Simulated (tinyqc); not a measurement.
Inside a calculation: special k points of the fcc lattice. Values are carried at full precision from step to step, so a last printed digit may differ when a step is redone from the rounded ones.

Lattice vectors in units of a: a1 = (0, 1/2, 1/2), a2 = (1/2, 0, 1/2), a3 = (1/2, 1/2, 0); reciprocal vectors b_i with a_i . b_j = 2 pi delta_ij. Mesh: k = sum_i f_i b_i with f_i = (2 j_i + shift)/(2 N), j_i = 0 .. N-1. The point group of the lattice has 48 operations; only those that map the mesh onto itself are used.

Inputs chosen for the exercise (the lattice of Si, GaAs, Cu and Al; shifted at random, so the results belong to these values and not to a real crystal):
```
symbol  value  unit  meaning
N       5            points along each reciprocal vector
shift   0            half steps
D       2.29   eV    half gap term
t       0.41   eV    coupling
e0      2.32   eV    offset
```

## Irreducible points and weights

Join points that an operation carries into one another (modulo reciprocal vectors); list each class by its first point in the order of (j1, j2, ...).

Irreducible points:
```
f1          f2      f3  weight
0.0000  0.0000  0.0000       1
0.0000  0.0000  0.2000       8
0.0000  0.0000  0.4000       8
0.0000  0.2000  0.2000       6
0.0000  0.2000  0.4000      24
0.0000  0.2000  0.6000      24
0.0000  0.2000  0.8000      12
0.0000  0.4000  0.4000       6
0.0000  0.4000  0.6000      12
0.2000  0.4000  0.6000      24
```

operations that keep the mesh = 48
irreducible points = 10

The weights add up to 125 = N^3; symmetry saves a factor 12.5.

## Which stars the mesh integrates

A_m(k) = sum over the m-th star of lattice vectors R of cos(k . R), stars in order of length: m = 1: |R|^2 = 0.5, 12 vectors, such as (1, 0, 0) in the basis a_i; m = 2: |R|^2 = 1, 6 vectors, such as (1, 1, -1) in the basis a_i; m = 3: |R|^2 = 1.5, 24 vectors, such as (2, 0, -1) in the basis a_i; m = 4: |R|^2 = 2, 12 vectors, such as (2, 0, 0) in the basis a_i; m = 5: |R|^2 = 2.5, 24 vectors, such as (2, 1, -1) in the basis a_i; m = 6: |R|^2 = 3, 8 vectors, such as (3, -1, -1) in the basis a_i. The zone mean of every A_m is zero.

Lattice vectors in units of a: a1 = (0, 1/2, 1/2), a2 = (1/2, 0, 1/2), a3 = (1/2, 1/2, 0); f are fractions of the reciprocal vectors. Evaluate the first six A_m at each irreducible point (k . R = 2 pi sum f_i n_i) and form the weighted means.

A_m at the points, rows 1, 2, 3, 4, 5, 6, 7, 8, 9, 10; columns m=1, m=2, m=3, m=4, m=5, m=6:
$$\begin{pmatrix}
12.000 & 6.000 & 24.000 & 12.000 & 24.000 & 8.000 \\
7.854 & 1.854 & 4.854 & 1.146 & -6.000 & 0.236 \\
1.146 & -4.854 & -1.854 & 7.854 & -6.000 & -4.236 \\
6.472 & 2.382 & -1.528 & -2.472 & 4.000 & -6.472 \\
0.618 & -0.382 & -5.472 & -1.618 & 4.000 & -0.618 \\
-1.618 & -2.618 & 3.472 & 0.618 & 4.000 & 1.618 \\
2.854 & -1.236 & -3.236 & -3.854 & -6.000 & 5.236 \\
-2.472 & 4.618 & -10.472 & 6.472 & 4.000 & 2.472 \\
-3.854 & 3.236 & 1.236 & 2.854 & -6.000 & 0.764 \\
-3.000 & 1.000 & 4.000 & -3.000 & -1.000 & -2.000
\end{pmatrix}$$

weighted means: m=1 0.000, m=2 0.000, m=3 0.000, m=4 0.000, m=5 0.000, m=6 0.000

All six means vanish: the mesh is exact for functions whose Fourier series ends within these stars.

## A zone average from the irreducible points

Test function, the lower band of a two-band insulator: E(k) = -sqrt(D^2 + (e0 - t A_1(k))^2).

Lattice vectors in units of a: a1 = (0, 1/2, 1/2), a2 = (1/2, 0, 1/2), a3 = (1/2, 1/2, 0). Evaluate E at each point and take the weighted mean; the reference uses the unshifted mesh with N = 24.

E at the points (eV): [-3.4647, -2.4606, -2.9440, -2.3142, -3.0846, -3.7609, -2.5625, -4.0444, -4.5228, -4.2245]

weighted mean = -3.4845 eV
reference mean = -3.4838 eV

The error is -0.69 meV with 10 points.

## Checks

- Weighted mean over irreducible points against the plain mean over the whole mesh (eV): both -3.484464.
- Reference mean against a mesh of N = 30 (eV): both -3.4838.

tinyqc: `OMP_NUM_THREADS=1 python tinyqc.py 1681803 1681804 out.jsonl`; about 0.2 s, one thread, shared Intel(R) Xeon(R) Processor @ 2.30GHz.
